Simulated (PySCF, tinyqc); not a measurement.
Worked calculation: FCI on RHF in the 6-31g basis, for H2, spin multiplicity 1. The lowest restricted solution is unstable here: a spin-polarised one lies 0.0029 hartree lower (PySCF). One step of it, computed by the program tinyqc.

Question. FCI: roots. Diagonalise (each vector has its largest component positive (the first on a tie)); all determinants have Ms = 0, so triplets appear too. The lowest singlet root is the correlation energy.

Occupation strings over the orbitals (2 doubly, a alpha, b beta, 0 empty; spin orbitals ordered 1a 1b 2a 2b ...): 2000 a0b0 b0a0 0200 0a0b 0020 0b0a 0002

H - E(HF) between determinants (hartree), order 2000, a0b0, b0a0, 0200, 0a0b, 0020, 0b0a, 0002:
```
[[0.000000, 0.000000, 0.000000, 0.129231, -0.075633, 0.081037, 0.075633, 0.088730],
 [0.000000, 1.088647, -0.081037, 0.042785, -0.146058, 0.011602, 0.065186, 0.117069],
 [0.000000, -0.081037, 1.088647, -0.042785, 0.065186, -0.011602, -0.146058, -0.117069],
 [0.129231, 0.042785, -0.042785, 0.558871, 0.086396, 0.052896, -0.086396, 0.087029],
 [-0.075633, -0.146058, 0.065186, 0.086396, 1.373624, -0.076080, -0.087029, 0.023727],
 [0.081037, 0.011602, -0.011602, 0.052896, -0.076080, 2.213199, 0.076080, 0.203758],
 [0.075633, 0.065186, -0.146058, -0.086396, -0.087029, 0.076080, 1.373624, -0.023727],
 [0.088730, 0.117069, -0.117069, 0.087029, 0.023727, 0.203758, -0.023727, 2.262027]]
```

Give: lowest roots of this matrix, relative to E(HF); lowest vectors; <S^2> of these roots; weight of the ground state by excitation level 0, 1, 2, ....

Answer.

lowest roots of this matrix, relative to E(HF) (hartree): [-0.0444, 0.5588, 0.9859, 1.0539, 1.3083, 1.5662, 2.0559, 2.4740]

lowest vectors, order 2000, a0b0, b0a0, 0200, 0a0b, 0020, 0b0a, 0002:
```
[[0.9694, 0.2333, 0.0000, -0.0293],
 [0.0221, -0.0912, 0.6828, 0.6194],
 [-0.0221, 0.0912, 0.6828, -0.6194],
 [-0.2227, 0.9524, 0.0000, 0.1810],
 [0.0639, -0.0957, 0.1836, 0.2953],
 [-0.0227, -0.0444, 0.0000, 0.0466],
 [-0.0639, 0.0957, 0.1836, -0.2953],
 [-0.0304, -0.0403, 0.0000, -0.1504]]
```

<S^2> of these roots: [0.0000, 0.0000, 2.0000, 0.0000, 2.0000, 0.0000, 0.0000, 0.0000]

weight of the ground state by excitation level 0, 1, 2, ...: [0.9398, 0.0010, 0.0592]
